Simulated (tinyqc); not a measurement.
What moves the results: strain-driven crossing of the Gamma and L valleys in a germanium-like crystal. A value that a table varies takes the place of the one given here.

Biaxial loads: e0 is the in-plane strain e_par and the normal is free. (001): e_perp = -2 (C12/C11) e_par; exx = eyy = e_par, ezz = e_perp, no shear. (111): e_perp = -(2 C11 + 4 C12 - 4 C44)/(C11 + 2 C12 + 4 C44) e_par; exx = eyy = ezz = (2 e_par + e_perp)/3 and exy = eyz = ezx = (e_perp - e_par)/3. (110): e_perp = -(C11 + 3 C12 - 2 C44)/(C11 + C12 + 2 C44) e_par; exx = eyy = (e_par + e_perp)/2, ezz = e_par, exy = (e_perp - e_par)/2, eyz = ezx = 0. Uniaxial loads: a stress along n, scaled so that n.e.n = e0, with exx = s11 sxx + s12 (syy + szz), exy = s44 sxy/2, s11 = (C11 + C12)/((C11 - C12)(C11 + 2 C12)), s12 = -C12/((C11 - C12)(C11 + 2 C12)), s44 = 1/C44.

Edges from the unstrained valence top: Gamma at Eg + ac tr(e); an L valley with unit axis u at EgL + aL tr(e) + XuL (u.e.u - tr(e)/3), u along [111], [1-1-1], [-11-1], [-1-11]; valence edges are the levels of the 6 x 6 matrix of X, Y, Z times spin with -Dso/3 + l exx + m (eyy + ezz) on the diagonal (cyclic), n exy off it, l = av + 2 b, m = av - b, n = sqrt(3) d. Spin-orbit term (Dso/3) L.sigma on X, Y, Z with (L_k)_ij = -i epsilon_kij: <X+|H|Y+> = -i Dso/3, <X+|H|Z-> = Dso/3, <Y+|H|Z-> = -i Dso/3, <Z+|H|X-> = -Dso/3, <Z+|H|Y-> = i Dso/3, <X-|H|Y-> = i Dso/3, and their conjugates; + and - are the spin along z.

Constants: kB = 8.617333262e-05 eV/K.

Inputs chosen for the exercise (near those of Ge, gaps at low temperature; shifted at random, so the results belong to these values and not to a real crystal):
- Eg = 0.907 eV (gap at Gamma to the s-like level)
- EgL = 0.75 eV (gap to L)
- Dso = 0.289 eV (spin-orbit splitting)
- ac = -8.25 eV (conduction deformation potential)
- av = 1.24 eV (valence hydrostatic potential)
- b = -2.53 eV (tetragonal shear potential)
- d = -5.21 eV (trigonal shear potential)
- aL = -1.52 eV (hydrostatic potential of the L edge, Xd + Xu/3)
- XuL = 16.78 eV (uniaxial potential, L)
- C11 = 128.8 GPa
- C12 = 47.4 GPa
- C44 = 66.8 GPa
- load = biaxial (001) (kind of strain)
- mG = 0.0431 m0 (mass at Gamma)
- mL = 0.564 m0 (density-of-states mass of the four L valleys together)
- T = 300 K (temperature)
- e0 = 0.0118 (size of the strain)

## Which strain makes the gap direct

For tension the difference Gamma minus lowest L is linear in e0; slope per 1 % and the e0 at which it vanishes (a dash: no crossing below 15 %), with the gap there.

Results:
```
load            slope (meV per 1 %)  crossing e0 (%)  gap at the crossing (eV)
biaxial (001)                 -85.1             1.85                     0.572
biaxial (110)                 -24.0             6.54                    -0.528
biaxial (111)                  43.0                -                         -
uniaxial [100]                -31.1             5.05                     0.523
uniaxial [111]                 -3.4                -                         -
uniaxial [110]                 16.2                -                         -
```

How do the results move?

The smallest strain is needed for biaxial (001) (1.85 %), then uniaxial [100] (5.05 %). No crossing below 15 % is found for biaxial (111), uniaxial [111] and uniaxial [110]: shear splits the L valleys and pulls the lowest down nearly as fast as, or faster than, Gamma. Loads without off-diagonal strain, (001) and [100], gain (ac - aL) tr(e) = -67 meV per 1 % of volume. Crossings beyond about 3 % are sensitive to second-order terms, left out here. For uniaxial [111] the slope is a near cancellation, so terms beyond this linear model decide. A gap at or below zero marks a crossing beyond the range of this linear model.

## Sweep of a biaxial (001) strain

The valence splitting is the distance of the top two edges. Share in Gamma = mG^(3/2)/(mG^(3/2) + (mL^(3/2)/4) sum_i exp(-(E_Li - E_Gamma)/kT)).

Results:
```
e0 (%)  direct gap (eV)  indirect gap (eV)  Gamma - L (meV)  valence splitting (meV)  share in Gamma (%)
0.00              0.907              0.750              157                        0             0.00487
0.34              0.850              0.722              128                       31              0.0149
0.69              0.788              0.690               98                       66              0.0471
1.03              0.726              0.657               69                      102               0.144
1.37              0.663              0.622               40                      140               0.440
1.71              0.598              0.587               12                      179                1.33
2.06              0.530              0.549              -18                      220                4.10
2.40              0.464              0.511              -47                      261                11.6
```

How do the results move?

Gamma drops below the lowest L valley between e0 = 1.71 and 2.06 %. The direct gap goes from 0.907 to 0.464 eV; of that change -0.155 eV comes from the rise of the valence top through the shear terms and the rest from the volume. The share in Gamma goes from 0.00487 to 11.6 %.

## What each parameter does

Direct gap, Gamma minus the lowest L edge and the valence splitting. Each row changes one parameter from the base and keeps the others.

Results:
```
case             direct gap (eV)  Gamma - L (meV)  valence splitting (meV)
base                      0.6985             56.6                    118.7
XuL = 19.297 eV           0.6985             56.6                    118.7
e0 = 0.01003              0.7314             71.7                     99.4
C12 = 40.29 GPa           0.6911             47.9                    110.5
av = 1.054 eV             0.7013             56.6                    118.7
aL = -1.748 eV            0.6985             60.0                    118.7
b = -2.9095 eV            0.6865             56.6                    138.5
C44 = 56.78 GPa           0.6985             56.6                    118.7
```

What can be read from the table?

The largest shifts from the base row, up to three for each result and ties (the steps differ in size, so this ranks the rows, not the parameters). direct gap (eV): e0 +0.0328, b -0.0120, C12 -0.0074; unchanged at the printed digits by XuL, aL and C44. Gamma - L (meV): e0 +15.1, C12 -8.8, aL +3.4; unchanged at the printed digits by XuL, av, b and C44. valence splitting (meV): b +19.8, e0 -19.4, C12 -8.3; unchanged at the printed digits by XuL, av, aL and C44.

Run: tinyqc, `OMP_NUM_THREADS=1 python tinyqc.py 1080018 1080019 out.jsonl`; Intel(R) Xeon(R) Processor @ 2.30GHz, one thread, shared host; about 0.01 s of CPU time with all checks.
